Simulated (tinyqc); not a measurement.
Worked calculation: Hubbard ring of 3 sites. Computed by tinyqc, a small Python program that keeps every step. Settings: hopping = 1.47, U = 7.7, mixing = 0.2, iteration cap = 71. Command: `OMP_NUM_THREADS=1 python tinyqc.py 22394 22395 out.jsonl` (the two numbers bound the seeds that draw the settings). One thread of a shared host (Intel(R) Xeon(R) Processor @ 2.60GHz), about 0.2 s of CPU time with the checks.

one-body matrix (hopping and site energies) (eV), lower triangle:
```
           1          2          3
1   0.230000
2  -1.470000  -0.260000
3  -1.470000  -1.470000  -0.360000
```

U = 7.700000 eV

electrons, up and down: 2  1

n(up) at the start (a guess, not normalised): 1 0.717000, 2 0.617000, 3 0.717000

n(down) at the start (a guess): 1 0.283000, 2 0.383000, 3 0.283000

Each step fills the lowest levels of T + U n(other spin) and sets n(new) = n + mixing (n(out) - n); stop when output and input agree to 1e-8.

Course of the cycle:
```
iteration       E (eV)  largest |n(out) - n(in)|  mean |n_up - n_down|
1           0.05737101                  2.67e-01              0.374720
2          -0.22342342                  2.41e-01              0.449345
3          -0.44502626                  2.31e-01              0.516598
4          -0.64801091                  2.21e-01              0.579037
5          -0.83738492                  2.11e-01              0.635927
6          -1.00463891                  1.99e-01              0.685658
7          -1.14233247                  1.96e-01              0.727424
8          -1.24898766                  1.87e-01              0.761454
9          -1.32795312                  1.73e-01              0.788659
10         -1.38466592                  1.58e-01              0.810197
11         -1.42463072                  1.41e-01              0.827203
...                ...                       ...                   ...
61         -1.51537111                  3.14e-05              0.897913
62         -1.51537111                  2.64e-05              0.897914
63         -1.51537111                  2.22e-05              0.897915
64         -1.51537111                  1.86e-05              0.897916
65         -1.51537111                  1.56e-05              0.897917
66         -1.51537111                  1.31e-05              0.897918
67         -1.51537111                  1.10e-05              0.897918
68         -1.51537111                  9.26e-06              0.897919
69         -1.51537111                  7.78e-06              0.897919
70         -1.51537111                  6.54e-06              0.897920
71         -1.51537111                  5.49e-06              0.897920
```

Can the last value be used, and what does the course show?

Not by the stop rule, although the second column moves by less than 1e-07 over the last three steps. Not converged within 71 iterations: the residual falls steadily but slowly, by a factor of about 0.84 a step. The lowest mean-field energy found from random starts is -1.54950 eV. Reruns (cap 100 unless said): mixing 0.5: converged in 38 to a higher stationary point (E = -1.51537); mixing 0.9: converged in 17 to a higher stationary point (E = -1.51537); the original settings with a cap of 400: converged in 108 to a higher stationary point (E = -1.51537).
